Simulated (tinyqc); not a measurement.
Microkinetic model of low-temperature epitaxy from hydride gases: adsorption, hydrogen desorption and rate control. Changing the silane pressure p_S. Computed by tinyqc, a small Python program. Command: `OMP_NUM_THREADS=1 python tinyqc.py 3008970 3008971 out.jsonl hepi sweep`. One thread of a shared host (Intel(R) Xeon(R) Processor @ 2.30GHz), about 0.04 s of CPU time with the checks.

Each hydride molecule needs two free sites and leaves four hydrogen atoms, of which two leave at once as H2; theta is the hydrogen coverage, the site density is 6.78 per nm^2 and one layer is 1.358 angstrom thick.

Inputs (values chosen for the exercise, close to those used for silane and germane on Si(001)):

| quantity | value | unit |
|---|---|---|
| sticking prefactor of silane s0 | 0.013 | - |
| adsorption barrier E_s | 0.28 | eV |
| desorption prefactor nu_d | 8.5e+12 | 1/s |
| desorption energy on silicon E_d | 2.11 | eV |
| hydrogen carrier pressure p_H | 25 | Pa |
| sticking of hydrogen s_H | 6e-08 | - |
| temperature T | 740 | C |
| germane pressure p_G | 0.056 | Pa |
| sticking ratio of germane to silane r_G | 1.7 | - |
| lowering of E_d per unit germanium fraction, dE | 0.58 | eV |

Film: silicon-germanium. Order of hydrogen desorption: first.

Constants: k_B = 8.617333262e-05 eV/K; u = 1.6605390666e-27 kg; k_B = 1.380649e-23 J/K.

Method:
- Flux per site F = p/(sqrt(2 pi M k_B T) x 6.78e18 per m^2), M = 32.12 u (silane), 76.63 u (germane), 2.016 u (hydrogen); s = s0 exp(-E_s/(k_B T)); k_S = s F_S, k_G = r_G s F_G; germanium fraction x = k_G/(k_S + k_G); k = k_S + k_G; k_H = s_H F_H; k_d = nu_d exp(-(E_d - dE x)/(k_B T)).
- Temperatures in kelvin are T(C) + 273.15.
- With k the hydride and k_H the hydrogen adsorption rate on free pairs and k_d the desorption rate, steady state: 2 (k + k_H)(1 - theta)^2 = k_d theta; growth rate R = k (1 - theta)^2 layers/s; 1 layer/s = 8.148 nm/min.
- With c = 2 (k + k_H)/k_d the free share is 1 - theta = 2/(1 + sqrt(1 + 4c)).
- X_i = d ln R/d ln k_i at fixed other constants. With f = 1 - theta and a = 2/f + 1/theta: d ln f/d ln k_d = 1/(a f), so X_d = 2/(a f), X_k = 1 - X_d k/(k + k_H), X_H = -X_d k_H/(k + k_H); they sum to 1.

One run for each value:

| silane pressure p_S (Pa) | growth rate G (nm/min) | hydrogen coverage theta | X_d (desorption) |
|---|---|---|---|
| 0.001 | 5.7846e-01 | 8.9573e-07 | 1.7915e-06 |
| 0.003 | 5.9693e-01 | 1.1262e-06 | 2.2523e-06 |
| 0.01 | 6.6158e-01 | 2.2841e-06 | 4.5681e-06 |
| 0.03 | 8.4628e-01 | 9.8683e-06 | 1.9736e-05 |
| 0.1 | 1.4924e+00 | 1.1475e-04 | 2.2947e-04 |
| 0.3 | 3.3332e+00 | 1.0025e-03 | 2.0029e-03 |
| 1 | 9.6870e+00 | 6.0227e-03 | 1.1973e-02 |
| 3 | 2.7073e+01 | 2.1505e-02 | 4.2104e-02 |
| 10 | 8.0388e+01 | 6.9900e-02 | 1.3067e-01 |
| 30 | 1.9102e+02 | 1.7053e-01 | 2.9137e-01 |

Over the rows, growth rate G (nm/min) rises from 0.578 to 191 (exponent d ln y / d ln x 0.029 between the first rows and 0.79 between the last); hydrogen coverage theta rises from 8.96e-7 to 0.171 (exponent d ln y / d ln x 0.21 between the first rows and 0.81 between the last); X_d (desorption) rises from 1.79e-6 to 0.291 (exponent d ln y / d ln x 0.21 between the first rows and 0.73 between the last).

Caution (rows 0.00100, 0.00300, 0.0100, 0.0300, 0.100): layer thickness and site density of silicon are kept, and strain and surface segregation of germanium are ignored, which matters at this fraction.
